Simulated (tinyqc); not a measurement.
Inside a calculation. Model: drifting, spreading and decaying minority pulse (Haynes-Shockley), Crank-Nicolson time steps.

Computed by the program tinyqc: `OMP_NUM_THREADS=1 python tinyqc.py 2310046 2310047 out.jsonl`, one thread of a shared Intel Xeon 2.30GHz, about 0.01 s for the whole run. Printed values are rounded.

Low injection in a uniform field: dn/dt = D d2n/dx2 - v dn/dx - n/tau with D = mu Vt and v = mu F towards +x. Exact solution on an infinite bar for a Gaussian start at x0: n = N0 exp(-t/tau) exp(-(x - x0 - v t)^2/(2 s^2))/sqrt(2 pi s^2), s^2 = s0^2 + 2 D t.

Inputs (values chosen for the exercise); mobility close to that of silicon at room temperature:

| symbol | value | unit | meaning |
|---|---|---|---|
| T | 300 | K | temperature |
| mu | 469 | cm^2/(V s) | minority-carrier mobility |
| F | 28 | V/cm | sweep field along the drift |
| hx | 16 | um | mesh step |
| tau | 1.7e-6 | s | lifetime |
| N0 | 1e11 | cm^-2 | injected sheet density |
| dt | 1.8e-7 | s | time step |
| s0 | 16 | um | initial width (standard deviation) |

Constants: q = 1.602176634e-19 C, kB = 1.380649e-23 J/K, Vt = kB T/q. Results are converted to the units shown.

## Coefficients of the scheme

Exponentially fitted fluxes: d = F hx/Vt, B(d) = d/(exp(d) - 1), k = D dt/hx^2; (L n)_i = a n_(i-1) + b n_i + c n_(i+1) with a = k B(-d), c = k B(d), b = -a - c - dt/tau. Explicit steps keep n positive for dt up to 1/[(D/hx^2)(B(d) + B(-d)) + 1/tau].

D = 12.1246 cm^2/s
v = 13132.0 cm/s
d = 1.73294
a = 1.79456
b = -2.21766
c = 0.317214
positivity limit of dt = 8.11666e-8 s

dt is 2.2 times the explicit limit. On this mesh the fitted flux acts like a diffusion coefficient (d/2) coth(d/2) D = 1.24 D for a travelling pulse, before the error of the time steps.

## Initial pulse

Nodes x_i = i hx, i = 1 to 11, n = 0 at nodes 0 and 12; the Gaussian at t = 0 with x0 = 4 hx.

n at t = 0, node 1 to 11 (in units of 1e13 cm^-3): 0.02770  0.33744  1.51232  2.49339  1.51232  0.33744  0.02770  0.00084  0.00001  0.00000  0.00000

## Step 1: densities after a time step

(L n)_i = a n_(i-1) + b n_i + c n_(i+1), n = 0 beyond the ends. Crank-Nicolson step: solve n(new) - L n(new)/2 = n + L n/2.

n at t = 1 dt, node 1 to 11 (in units of 1e13 cm^-3): 0.03540  0.15220  0.38588  0.90497  1.49242  1.31790  0.72797  0.33252  0.14669  0.06448  0.02744

## Step 2: densities after a time step

As before.

n at t = 2 dt, node 1 to 11 (in units of 1e13 cm^-3): 0.01370  0.05424  0.16200  0.34581  0.62687  0.96495  1.01691  0.77306  0.48875  0.28002  0.14517

## Step 3: densities after a time step

As before.

n at t = 3 dt, node 1 to 11 (in units of 1e12 cm^-3): 0.05023  0.21939  0.61011  1.45568  2.84262  4.64883  6.71751  7.67310  6.90613  5.23419  3.34364

## Course in time

The same steps, now on nodes 1 to 60 (n = 0 at nodes 0 and 61), for 24 steps; centre = sum x n/sum n. Deviations are from the exact pulse, as a share of its largest value on the nodes; a run counts as stable if they stay under 100 %.

Course of the iteration:
```
step  hx sum n (cm^-2)  centre (um)  most negative n (cm^-3), 0 if none  largest deviation (% of the peak)
1           8.97799e10      87.8423                                   0                               14.1
2           8.06334e10      111.694                                   0                               11.4
3           7.24799e10      135.475                                   0                               10.3
4           6.51745e10      159.217                                   0                               9.99
5           5.86139e10      182.941                                   0                               9.12
6           5.27171e10      206.655                                   0                               9.08
7           4.74148e10      230.364                                   0                               8.63
8           4.26464e10      254.071                                   0                               8.62
9           3.83578e10      277.776                                   0                               8.31
...                ...          ...                                 ...                                ...
16          1.82667e10      443.704                                   0                               8.04
17          1.64298e10      467.406                                   0                               7.98
18          1.47774e10      491.103                                   0                               7.99
19          1.32909e10      514.791                                   0                               7.97
20          1.19534e10      538.456                                   0                               7.96
21          1.07493e10      562.078                                   0                               7.96
22           9.66439e9      585.617                                   0                               7.93
23           8.68540e9      609.010                                   0                               7.95
24           7.79989e9      632.163                                   0                               7.91
```

The run is stable. After 24 steps the deviation is 7.9 % of the peak. From step 1 to the last the centre has moved at 1.00 v and the content is 0.98 % below N0 exp(-t/tau). On an endless mesh these steps would give a speed of 1.00 v and a content of 0.998 times the exact one, from dt/tau = 0.106 alone; the rest comes from the absorbing ends.
